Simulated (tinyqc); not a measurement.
Convergence with the number of cells: heat flow across a film from the phonon Boltzmann equation in the relaxation-time approximation. Computed by tinyqc, a small Python program. Command: `OMP_NUM_THREADS=1 python tinyqc.py 3014477 3014478 out.jsonl slabbte sweep`. One thread of a shared host (Intel(R) Xeon(R) Processor @ 2.30GHz), about 0.04 s of CPU time with the checks.

Two black walls, hot at x = 0 and cold at x = L, emit phonons isotropically. For one free path Lambda, with tau = x/Lambda, tau_L = L/Lambda and phi = (T - T_cold)/Delta T, energy balance gives phi(tau) = (1/2) [E2(tau) + int_0^tau_L phi(s) E1(|tau - s|) ds]; E_n are the exponential integrals. The flux over the ballistic flux C v Delta T/4 is psi = 1 - 2 int_0^tau_L phi(s) E2(s) ds, and kappa_eff/kappa = (3/4) tau_L psi. kappa = C v Lambda/3 is an input, so at fixed kappa a longer free path means a smaller C v.

Inputs (values chosen for the exercise, modelled on germanium): film thickness L = 820 nm; free path Lambda_1 = 110 nm.

Free-path groups: three.

Method:
- Cut the film into n equal cells with constant phi, collocated at the centres c_i: the kernel integrates to A_ij = |E2(|c_i - e_j|) - E2(|c_i - e_(j+1)|)|/2 for cell edges e_j, and A_ii = 1 - E2(half a cell); solve (1 - A) phi = E2(c)/2; psi = 1 - 2 sum_j phi_j [E3(e_j) - E3(e_(j+1))].
- In short, (1 - A) phi = b and psi = 1 - 2 sum_j w_j phi_j, with b the right-hand side and w_j the flux weights; the cells divide 0 to tau_L.
- Use 150 and 300 cells and extrapolate psi = (4 psi(300) - psi(150))/3. The jump at the hot wall is 1 - phi there (linear extrapolation from the first two of 300 cells). Two-flux (diffusion with slip) formula: psi = 1/(1 + 3 tau_L/4).

One run for each value:
```
cells n in the small system,"psi, small system",psi for Lambda_1
2,0.3371,0.1502
3,0.2641,0.1502
4,0.2263,0.1502
6,0.1910,0.1502
8,0.1757,0.1502
12,0.1630,0.1502
20,0.1554,0.1502
40,0.1517,0.1502
```

Describe and explain the trends.

Over the rows, psi, small system falls from 0.337 to 0.152 (exponent d ln y / d ln x -0.60 between the first rows and -0.035 between the last); psi for Lambda_1 does not change. The error of psi falls from 1.2e+02 % to 0.96 %; a cell must be thin against the free path.
